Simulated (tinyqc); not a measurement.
Crystallisation kinetics and data retention of a phase-change cell: two steps of the calculation.

Johnson-Mehl-Avrami-Kolmogorov law X = 1 - exp(-y^n), y = integral of k dt, k = (1/100 s) exp[-(Ec q/kB)(1/T - 1/T1)].

Inputs (values chosen for the exercise); values of the order of Ge-Sb-Te and related chalcogenides: activation energy of crystallisation Ec = 2.6 eV; temperature at which the rate k is 1/(100 s) T1 = 460 K; Avrami exponent n = 3; crystalline share at which the state is lost Xf = 0.2; storage temperature T = 375 K; heating rate b = 20 K/min; start of the ramp table Ta = 435 K; step of the table dT = 4 K; steps m = 10.

Constants: q = 1.602176634e-19 C, kB = 1.380649e-23 J/K. Results are converted to the units shown.

Problem 1. Retention. At fixed T the state fails at t = (-ln(1 - Xf))^(1/n)/k; ten years are 3.15576e8 s.

Give: k; y at failure; time to fail; the same in years; temperature for ten years.

Solution 1.

k = 3.493e-9 1/s
y at failure = 0.6065
time to fail = 1.736e8 s
the same in years = 5.502
temperature for ten years = 372.2 K

The cell misses ten years at 375 K.

Problem 2. A heating ramp. T rises at the rate b. Start with y = k (kB Ta^2/(q Ec))/b, the integral from cold to Ta to leading order; over each step k is taken as exponential in T, so y gains (dT/b)(k2 - k1)/ln(k2/k1). dX/dt = n y^(n - 1) k exp(-y^n), listed as 0 once y^n exceeds 23.

Give: T; k; y; X; dX/dt.

Solution 2.

```
point  T (K)    k (1/s)          y          X  dX/dt (1/s)
0        435  2.3062e-4  0.0043390  8.1690e-8    1.3025e-8
1        439  4.3387e-4  0.0081983  5.5103e-7    8.7484e-8
2        443  8.0699e-4   0.015413  3.6618e-6    5.7516e-7
3        447  0.0014844   0.028752  2.3767e-5    3.6812e-6
4        451  0.0027012   0.053141  1.5006e-4    2.2880e-5
5        455  0.0048637   0.097266  9.1977e-4    1.3791e-4
6        459  0.0086684    0.17627  0.0054621    8.0362e-4
7        463   0.015296    0.31631   0.031153    0.0044482
8        467   0.026729    0.56211    0.16273     0.021214
9        471   0.046267    0.98942    0.62039     0.051582
10       475   0.079350     1.7254    0.99412    0.0041668
```

Range of the model: One Arrhenius rate is assumed; incubation, growth from the boundary and the non-Arrhenius kinetics of the supercooled liquid are left out.

Program tinyqc, `OMP_NUM_THREADS=1 python tinyqc.py 2490030 2490031 out.jsonl`; Intel Xeon 2.30GHz, shared host, one thread, about 0.02 s.
